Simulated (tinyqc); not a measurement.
Dopant redistribution at a moving silicon-oxide interface during parabolic oxidation. Which input was changed? Computed by tinyqc, a small Python program. Command: `OMP_NUM_THREADS=1 python tinyqc.py 3008611 3008612 out.jsonl segox which`. One thread of a shared host (Intel(R) Xeon(R) Processor @ 2.30GHz), about 0.03 s of CPU time with the checks.

Uniformly doped silicon is oxidised with x_ox = sqrt(B t); the interface advances into the silicon by alpha x_ox, alpha = 0.44. The dopant does not move in the oxide, and at the interface C(silicon) = m C(oxide).

Inputs (values chosen for the exercise, modelled on arsenic in silicon under steam):
```
quantity                                           value    unit
dopant prefactor D0                                   10  cm^2/s
dopant activation energy E                          3.97      eV
oxidation prefactor B0                               379  um^2/h
oxidation activation energy E_B                    0.778      eV
segregation coefficient m = C(silicon)/C(oxide)      9.1       -
bulk doping C_B                                  6.3e+17  1/cm^3
temperature T                                       1175       C
time t                                               3.4       h
```

Constants: k_B = 8.617333262e-05 eV/K.

Method:
- D = D0 exp(-E/(k_B T)), converted with 1 cm^2/s = 3.6e11 um^2/h; B = B0 exp(-E_B/(k_B T)); s = alpha sqrt(B/(4 D)), the interface advance over 2 sqrt(D t).
- Temperatures in kelvin are T(C) + 273.15.
- With the dopant diffusivity D and s = alpha x_ox/(2 sqrt(D t)), in the silicon C = C_B + (C_s - C_B) erfc(y/(2 sqrt(D t)))/erfc(s), y from the original surface. Dopant balance at the interface gives C_s/C_B = 1/[1 + (1/(m alpha) - 1) g], g = sqrt(pi) s exp(s^2) erfc(s).
- Consumed silicon held alpha x_ox C_B; the oxide holds x_ox times the dopant concentration in the oxide; the difference is the excess in the silicon; 1 um = 1e-4 cm.

Problem. One of these inputs alone was changed, within the range given: dopant activation energy E (3 to 4.4); oxidation activation energy E_B (0.6 to 1.556); time t (1.7 to 6.8); bulk doping C_B (3.15e+17 to 1.26e+18). Which one, and to what value?

Results:
```
run     ratio C_s/C_B  concentration in the oxide (1/cm^3)  excess in the silicon (1/cm^2)
before       2.095652                         1.450836e+17                    2.100089e+13
after        2.481646                         1.718062e+17                    2.393109e+13
```

Solution.

Each candidate set to reproduce ratio C_s/C_B, and what it then gives:
```
candidate                                   range searched  value needed  concentration in the oxide (1/cm^3)  excess in the silicon (1/cm^2)
dopant activation energy E (eV)                   3 to 4.4         4.059                           1.7181e+17                      1.6753e+13
oxidation activation energy E_B (eV)          0.6 to 1.556        0.6890                           1.7181e+17                      2.3931e+13
time t (h)                                      1.7 to 6.8     no effect                                    -                               -
bulk doping C_B (1/cm^3)              3.15e+17 to 1.26e+18     no effect                                    -                               -
```

Only oxidation activation energy E_B fits every result: it went from 0.778 to 0.689 eV. The next best candidate, dopant activation energy E, misses one result by 30 %.

Caution: parabolic growth needs an oxide much thicker than the Deal-Grove length A, which fails for thin films and low temperatures; oxidation-enhanced or retarded diffusion is ignored.
